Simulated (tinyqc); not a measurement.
# MOSFET in the linear regime without short-channel effects, parameter extraction from computed curves: two studies

Inversion charge Q = Cox n Vt W0(exp((Vg - VT)/(n Vt))), W0 the Lambert function and n = nf; u = Q/Cox; mobility mu = mu0/(1 + th1 u + th2 u^2); channel resistance Rch = (L - dL)/(W mu Q); Id = Vd/(Rch + Rsd/W). Cox = eps0 eox/tox. Small Vd, no channel-length or drain effects.

Values chosen for this exercise; channel values of the order met in silicon transistors: temperature T = 300 K; relative permittivity of the gate insulator (close to zirconium oxide) eox = 25.3; insulator thickness tox = 5.7 nm; low-field mobility mu0 = 300 cm^2/(V s); first mobility attenuation factor th1 = 0.6 1/V; second mobility attenuation factor th2 = 0.09 1/V^2; threshold voltage VT = 0.28 V; body factor nf = 1.09; gate width W = 1 um; drawn gate length L = 1.4 um; drawn less effective length dL = 0.017 um; source plus drain resistance Rsd = 100 ohm um; drain voltage Vd = 0.025 V.

Constants: q = 1.602176634e-19 C, kB = 1.380649e-23 J/K, Vt = kB T/q, eps0 = 8.8541878128e-14 F/cm where lengths are in cm. Results are converted to the units shown.

Each table varies one quantity; the others keep the values above.

## Extraction methods against the drawn gate length

From the continuous curve Id(Vg): tangent at peak gm (V_ext = Vg - Id/gm); constant current Id = 0.1 uA W/L; peak of d2Id/dVg2; Y = Id/sqrt(gm) drawn through Vg = VT + 0.6 and VT + 0.8 V, with intercept VT_Y and slope s. Mobilities gm,max L/(W Cox Vd) and s^2 L/(W Cox Vd) with the drawn L. Last column: share of Rsd/W in the total resistance at VT + 0.8 V.

Results:

| L (um) | V_ext (V) | constant current (V) | second derivative (V) | VT_Y (V) | mobility from gm (cm^2/(V s)) | mobility from Y (cm^2/(V s)) | series share (%) |
|---|---|---|---|---|---|---|---|
| 0.03 | 0.237 | 0.199 | 0.250 | 0.346 | 215 | 703 | 81.4 |
| 0.13 | 0.267 | 0.219 | 0.268 | 0.346 | 199 | 351 | 33.5 |
| 0.27 | 0.274 | 0.222 | 0.270 | 0.346 | 204 | 325 | 18.3 |
| 0.56 | 0.278 | 0.223 | 0.271 | 0.346 | 207 | 314 | 9.48 |
| 1.2 | 0.280 | 0.223 | 0.271 | 0.346 | 209 | 309 | 4.58 |
| 2.4 | 0.281 | 0.224 | 0.272 | 0.346 | 210 | 307 | 2.33 |
| 5 | 0.282 | 0.224 | 0.272 | 0.346 | 211 | 306 | 1.13 |

Estimate the missing row, L = 0.062 um.

Computed row:

| L (um) | V_ext (V) | constant current (V) | second derivative (V) | VT_Y (V) | mobility from gm (cm^2/(V s)) | mobility from Y (cm^2/(V s)) | series share (%) |
|---|---|---|---|---|---|---|---|
| 0.062 | 0.256 | 0.214 | 0.263 | 0.346 | 197 | 420 | 55.8 |

With this row back in the table: The model has VT = 0.28 V and mu0 = 300 cm^2/(V s). Over the table the extracted thresholds move by 45 mV (tangent), 25 mV (constant current), 21 mV (second derivative), under 0.5 mV (Y function). The mobility from gm goes from 215 through a minimum of 197 (at L = 0.062 among the rows listed) to 211 and that from Y falls from 703 to 306 cm^2/(V s).

## Extraction methods against the first mobility attenuation factor

Same model as above.

Extraction methods against the first mobility attenuation factor:

| th1 (1/V) | V_ext (V) | constant current (V) | second derivative (V) | VT_Y (V) | mobility from gm (cm^2/(V s)) | mobility from Y (cm^2/(V s)) | series share (%) |
|---|---|---|---|---|---|---|---|
| 0 | 0.305 | 0.223 | 0.274 | 0.346 | 258 | 309 | 5.47 |
| 0.2 | 0.292 | 0.223 | 0.273 | 0.346 | 236 | 309 | 4.85 |
| 0.4 | 0.285 | 0.223 | 0.272 | 0.346 | 221 | 309 | 4.35 |
| 0.6 | 0.280 | 0.223 | 0.271 | 0.346 | 210 | 309 | 3.95 |
| 0.8 | 0.277 | 0.223 | 0.271 | 0.346 | 200 | 309 | 3.61 |
| 1 | 0.273 | 0.223 | 0.270 | 0.346 | 192 | 309 | 3.33 |
| 1.2 | 0.271 | 0.223 | 0.269 | 0.346 | 186 | 309 | 3.09 |

The model has VT = 0.28 V and mu0 = 300 cm^2/(V s). Over the table the extracted thresholds move by 34 mV (tangent), under 0.5 mV (constant current), 5.0 mV (second derivative), under 0.5 mV (Y function). The mobility from gm falls from 258 to 186 and that from Y stays near 309 cm^2/(V s).

Numbers from tinyqc (`OMP_NUM_THREADS=1 python tinyqc.py 2210056 2210057 out.jsonl`; about 0.01 s on one thread of a shared Intel Xeon 2.30GHz).
